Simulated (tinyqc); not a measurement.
Arrhenius plot: admittance spectroscopy and thermally stimulated current of one trap level in a depletion layer. Computed by tinyqc, a small Python program. Command: `OMP_NUM_THREADS=1 python tinyqc.py 3113453 3113454 out.jsonl admit walk`. One thread of a shared host (Intel(R) Xeon(R) Processor @ 2.30GHz), about 0.01 s of CPU time with the checks.

A Schottky junction on n-type material holds one donor-like electron trap; shallow donors are fully ionised and abrupt depletion edges are assumed.

Inputs (values chosen for the exercise, modelled on n-type 4H-SiC):
```
quantity                         value    unit
density-of-states mass m         0.776     m_0
shallow doping N                 9e+16  1/cm^3
trap depth E_t below the band    0.436      eV
capture cross section sigma    6.7e-17    cm^2
test frequency f                   200      Hz
```

Constants: k_B = 1.380649e-23 J/K; m_0 = 9.1093837015e-31 kg; h = 6.62607015e-34 J s; k_B = 8.617333262e-05 eV/K.

Method:
- N_c = 2 (2 pi m k_B T/h^2)^(3/2), v_th = sqrt(3 k_B T/m), emission rate e_n = sigma v_th N_c exp(-E_t/(k_B T)).
- Where the level crosses the Fermi level capture equals emission, so the trap follows the signal with the rate 2 e_n; G/omega peaks at omega = 2 e_n (the correction for large N_t/N is left out).
- Solve 2 e_n(T_p) = 2 pi f.
- T_p for 0.1, 0.3, 1, 3 and 10 f; least-squares lines of ln(e_n/T^2) and of ln(e_n) against 1/(k_B T), e_n = pi f; sigma = exp(intercept)/(v_th N_c/T^2).

peak temperature T_p = 297.808 K

Peaks:
```
f (Hz)  T_p (K)  1/(k_B T) (1/eV)  ln(e_n/T^2)  ln(e_n)
20       265.43            43.720      -7.0222   4.1405
60       280.00            41.445      -6.0305   5.2391
200      297.81            38.966      -4.9499   6.4430
600      316.03            36.719      -3.9700   7.5417
2000     338.58            34.274      -2.9039   8.7456
```

depth from e_n/T^2 = 0.436 eV

cross section from the intercept = 6.70e-17 cm^2

depth without the T^2 = 0.48749 eV

Leaving out T^2 adds 51 meV, near 2 k_B T_p = 51 meV.

Extremes, crossings and ranges named in words are read from the listed rows.
